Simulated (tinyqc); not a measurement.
Donors on two lattice sites with valley-orbit split states, step by step. Values are carried at full precision from step to step, so a last printed digit may differ when a step is redone from the rounded ones.

Each donor binds at most one electron, in any of its states. For a site s, W_s = sum over its states of g exp(E/kT), and the ionised share is 1/(1 + W_s exp(eta)), eta = (EF - Ec)/kT; n = Nc F_1/2(eta); neutrality n + NA = ND x (mean ionised share, the two sites in equal numbers); holes are neglected. Nc from N = 2 (m kB T/(4 pi c))^(3/2) with c = hbar^2/2m0, in 1/angstrom^3; times 1e24 for 1/cm^3, m = md. F_j(eta) = (1/Gamma(j + 1)) integral_0^infinity x^j dx/(1 + exp(x - eta)), which tends to exp(eta) for eta << 0.

Constants: hbar^2/2m0 = 3.80998211 eV angstrom^2; kB = 8.617333262e-05 eV/K.

Values chosen for the exercise (near those of nitrogen in 4H-SiC; shifted at random, so the results belong to these values and not to a real crystal):
```
symbol  value                    unit        meaning
md      0.826                    m0          density-of-states mass of the conduction band
E       (59.1, 51, 119.2, 70.9)  meV         binding energies of h ground, h excited, k ground, k excited
g       (2, 4, 2, 4)                         their degeneracies with spin
T       300                      K
ND      2e+18                    1/cm^3      donors, half on each site
NA      0                        1/cm^3      compensating acceptors, all ionised
mu0     43                       cm^2/(V s)  mobility at heavy doping
mu1     972                      cm^2/(V s)  mobility at light doping and 300 K
Nr      1.9e+17                  1/cm^3      reference doping
de      0.61                                 doping exponent
ga      2.4                                  temperature exponent
```

## Partition sums of the neutral donor

Give each term g exp(E/kT), W_s, and the effective degeneracy W_s exp(-E_ground/kT).

Nc = 1.8838e+19 1/cm^3

terms: h ground 19.67, h excited 28.76, k ground 201.1, k excited 62.11

W_s: h 48.435, k 263.25

effective degeneracy: h 4.924, k 2.618

The ground state alone would give 2 and all states together 6 on each site; here the excited states hold 59 % and 24 % of the bound electrons on the h and k sites.

## Neutrality

Solve for eta.

eta = -3.551
n = 5.35e+17 1/cm^3

ionised share: h 0.418, k 0.117

n is 0.268 of ND - NA. The deeper k site is ionised 0.28 times as much as the h site.

## Mobility and resistivity

Mobility (Caughey-Thomas form): mu = mu0 + (mu1 (T/300)^(-ga) - mu0)/(1 + ((ND + NA)/Nr)^de); rho = 1/(e n mu), e = 1.602176634e-19 C.

Compare with full ionisation, n = ND - NA.

mu = 221.5 cm^2/(V s)
rho = 0.0526 ohm cm
rho at full ionisation = 0.0141 ohm cm

Incomplete ionisation raises rho by a factor 3.74.

## Checks

- n + NA against ND times the mean ionised share (1/cm^3): both 5.353e+17.

Program tinyqc; command `OMP_NUM_THREADS=1 python tinyqc.py 1650048 1650049 out.jsonl`; about 0.01 s on one thread of a shared Intel(R) Xeon(R) Processor @ 2.30GHz.
